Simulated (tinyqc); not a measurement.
# Which input was changed?

Model: thermal, flicker and telegraph noise of a field-effect transistor. Computed by tinyqc, a small Python program. Command: `OMP_NUM_THREADS=1 python tinyqc.py 3007533 3007534 out.jsonl noise which`. One thread of a shared host (Intel(R) Xeon(R) Processor @ 2.30GHz), about 0.03 s of CPU time with the checks.

Strong inversion, threshold roll-off and channel-length modulation left out; noise sources are uncorrelated and are given as one-sided spectral densities.

Inputs (values chosen for the exercise, modelled on a high-k silicon transistor):
```
quantity                                   value         unit
width W                                    0.037   micrometre
length L                                      33           nm
electrical oxide thickness t                 1.2           nm
mobility mu                                  220   cm^2/(V s)
saturation velocity v_s                     0.84     1e7 cm/s
overdrive V_ov                              0.77            V
thermal noise factor gamma                 0.667            -
oxide trap density N_t                   1.3e+17  1/(eV cm^3)
oxide barrier phi                            1.7           eV
oxide mass m_ox                             0.41          m_0
Coulomb scattering coefficient alpha_sc     5500        V s/C
frequency f                                   20           Hz
temperature T                                400            K
```

Operating region: saturation. Flicker model: number with correlated mobility.

Constants: eps_0 = 8.8541878128e-12 F/m; hbar = 1.054571817e-34 J s; m_0 = 9.1093837015e-31 kg; e = 1.602176634e-19 C; k_B = 8.617333262e-05 eV/K; k_B = 1.380649e-23 J/K.

Method:
- C_ox = 3.9 eps_0/t; V_c = 2 v_s L/mu; I = W C_ox v_s V_ov^2/(V_ov + V_c); g_m = W C_ox v_s V_ov (V_ov + 2 V_c)/(V_ov + V_c)^2; g_d0 = mu C_ox (W/L) V_ov.
- Tunnelling length lambda = hbar/(2 sqrt(2 m_ox phi)); flat-band noise S_Vfb = e^2 k_B T lambda N_t/(W L C_ox^2 f). S_I = g_m^2 S_Vfb (1 + alpha_sc mu C_ox I/g_m)^2.
- Thermal: S_I = 4 k_B T gamma g_d0; input-referred S_V = S_I/g_m^2; corner f_c where flicker equals thermal.
- Total input noise from 1 Hz to f_c: sqrt(S_V,thermal [f_c ln(f_c/1 Hz) + f_c - 1 Hz]).

Question. One of these inputs alone was changed, within the range given: width W (0.0185 to 0.074); electrical oxide thickness t (0.6 to 2.4); mobility mu (110 to 440); oxide barrier phi (0.85 to 3.4). Which one, and to what value?

Results:
```
run     g_m (microsiemens)  input noise up to f_c (microvolt)  corner frequency f_c (Hz)
before             83.9985                           1607.253               1.156752e+08
after             112.8304                           1386.778               1.156752e+08
```

Answer.

Each candidate set to reproduce g_m, and what it then gives:
```
candidate                           range searched  value needed  input noise up to f_c (microvolt)  corner frequency f_c (Hz)
width W (micrometre)               0.0185 to 0.074       0.04970                             1386.8                 1.1568e+08
electrical oxide thickness t (nm)       0.6 to 2.4        0.8934                             1481.6                 1.3120e+08
mobility mu (cm^2/(V s))                110 to 440  out of reach                                  -                          -
oxide barrier phi (eV)                 0.85 to 3.4     no effect                                  -                          -
```

Only width W fits every result: it went from 0.037 to 0.0497 micrometre. The next best candidate, electrical oxide thickness t, misses one result by 13 %.

Caution: fewer than one trap per decade of time constant is active, so one device shows telegraph steps and the 1/f law is only a mean over many devices.
